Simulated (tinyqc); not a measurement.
Defect equilibria of an oxide against oxygen pressure (mass action): one step, computed by the program tinyqc.

Defects: oxygen vacancies V (charge +2), electrons n, holes p, the ionic partner X = V_M'' (charge -2), and the dopant. Activities are taken equal to concentrations.

Question. Solution at the given pressure. Neutrality: 2 [V] + p = n + 2 [X] + N_d. With n as the unknown, [V] = K_r/(n^2 P^(1/2)), p = K_i/n, [X] = K_s/[V]; the log ratio is ln(positive/negative). The root is found by 60 bisections in ln n between n = 1e-10 and 1e25 cm^-3.

Inputs (values chosen for the exercise, for a model oxide): dopant density N_d = 5.4e+17 cm^-3; temperature T = 1100 K; oxygen pressure P = 8e-14 atm.

Ionic disorder: Schottky, oxide MO. Dopant (singly charged, fully ionised): acceptor.

K_r = 8.843603e+54 cm^-9 atm^(1/2)

K_i = 1.931622e+29 cm^-6

K_s = 5.632431e+34 cm^-6

Give: n; [V]; p; [X].

Answer.

n = 3.9674e+20 cm^-3

[V] = 1.9864e+20 cm^-3

p = 4.8687e+08 cm^-3

[X] = 2.8355e+14 cm^-3

The largest terms give the Brouwer balance 2 [V] = n; the smaller of the two terms is 100 % of the total charge of one sign. Caution: one of n, p, [V] and [X] is above 2e20 cm^-3, near 1 % of the sites of a usual oxide, where defects associate and the ideal mass-action laws fail.
